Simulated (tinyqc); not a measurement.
## Diameter from the threshold shift

Problem. Undoped body with a flat potential across it, hard walls, transport along x. Three valley pairs (g = 2 each) with the longitudinal mass along x, y or z. Non-parabolicity enters the subband edges through E (1 + al E) = gamma, so E = 2 gamma/(1 + sqrt(1 + 4 al gamma)); motion within a subband is taken as parabolic with the band-edge mass. Energies are counted from the bulk band edge. gamma = C (2 z/(t + dl))^2 (1/my + 1/mz)/2, z the zeros of the Bessel functions J_l (2.404826, 3.831706, 5.135622, 5.520078, ...), twofold for l > 0; the mean inverse mass is an approximation for anisotropic valleys, C = hbar^2/(2 m0). Each subband has N_k = g sqrt(2 mx m0 kB T/(pi hbar^2)); without degeneracy n = exp(EF/Vt) sum N_k exp(-E_k/Vt). Classical value Nc times pi t^2/4, Nc = sum over valleys of 2 g (m m0 kB T/(2 pi hbar^2))^1.5 with m = (mx my mz)^(1/3). Threshold shift dVT = Vt ln(classical value/sum N_k exp(-E_k/Vt)). Find t and the lowest subband edge.

Parameters, values chosen for the exercise; masses close to those of silicon: temperature T = 200 K; longitudinal mass ml = 0.919 m0; transverse mass mt = 0.194 m0; non-parabolicity al = 0 1/eV; widening of the box by penetration into the insulator dl = 0.3 nm.

Constants: q = 1.602176634e-19 C, kB = 1.380649e-23 J/K, hbar = 1.054571817e-34 J s, m0 = 9.1093837015e-31 kg, Vt = kB T/q, hbar^2/(2 m0) = 0.0380998212 eV nm^2. Results are converted to the units shown.

dVT = 184.09165 mV

Answer. dVT is evaluated for trial values of t with all subbands; between 1.5 and 25 nm one value matches.

t = 3.300 nm
E_1 = 212.3 meV

Numbers from tinyqc (`OMP_NUM_THREADS=1 python tinyqc.py 2350116 2350117 out.jsonl`; about 0.2 s on one thread of a shared Intel Xeon 2.30GHz).
